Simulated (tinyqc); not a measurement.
Resistance of a tapered via with liner, size effect and interface: two steps of the calculation.

A round via whose diameter grows from db at the bottom as D(z) = db + 2 z/tan(ang). The fill, of diameter D - 2 tl, starts above the bottom liner (thickness fb tl) and has rho = rho0 (1 + ks lam/(D - 2 tl)); the sidewall liner conducts in parallel with it. The bottom liner and the interface are crossed over the full area pi db^2/4. Spreading in the lines above and below is left out.

Parameters, values chosen for the exercise; fill metal close to cobalt:
```
symbol  value      unit                                               meaning
db         10        nm                                diameter at the bottom
hv         34        nm                                                height
ang        88   degrees                                        sidewall angle
rho0     6.35   uohm cm                          bulk resistivity of the fill
lam        12        nm                            mean free path of the fill
ks        1.4                                              size-effect factor
tl          1        nm                                 liner on the sidewall
fb          1                   liner at the bottom over that on the sidewall
rl        420   uohm cm                              resistivity of the liner
ri      3e-12  ohm cm^2                   interface resistivity at the bottom
Sb       1e15     S/m^2  ballistic conductance per area, about 3/(4 rho0 lam)
```

Task 1. Slices of the via. Slices between z0 = fb tl and hv, evaluated at their midpoints: conductance per length pi/4 [(D - 2 tl)^2/rho + (D^2 - (D - 2 tl)^2)/rl], slice resistance = slice height over that. 8 slices.

Give: z; D; rho; slice resistance.

Result 1.

```
slice  z (nm)  D (nm)  rho (uohm cm)  slice resistance (ohm)
0      3.0625  10.214         19.338                  14.684
1      7.1875  10.502         18.898                  13.414
2      11.312  10.790         18.486                  12.292
3      15.438  11.078         18.101                  11.298
4      19.562  11.366         17.740                  10.413
5      23.688  11.654         17.400                  9.6224
6      27.812  11.942         17.080                  8.9141
7      31.938  12.231         16.778                  8.2772
```

Task 2. Total resistance. R_fill = sum of the slices; R_bottom = rl fb tl/(pi db^2/4); R_interface = ri/(pi db^2/4); ballistic (Sharvin) limit 1/(Sb pi (db - 2 tl)^2/4); ideal cylinder rho0 hv/(pi db^2/4).

slice resistance, slice 0 to 7 (ohm): 14.684340  13.413621  12.291894  11.297565  10.412718  9.6224031  8.9140761  8.2771573

Find: parts; R; shares; ballistic limit; ideal cylinder.

Result 2.

parts (ohm): fill 88.91, bottom liner 53.48, interface 3.820
R = 146.2 ohm
shares (%): fill 60.81, bottom liner 36.57, interface 2.61
ballistic limit = 19.89 ohm
ideal cylinder = 27.49 ohm

The fill is the largest part, and R is 5.32 times the ideal cylinder. With 2000 slices R = 146.25 ohm.

Program tinyqc, `OMP_NUM_THREADS=1 python tinyqc.py 2750152 2750153 out.jsonl`; Intel Xeon 2.30GHz, shared host, one thread, about 0.01 s.
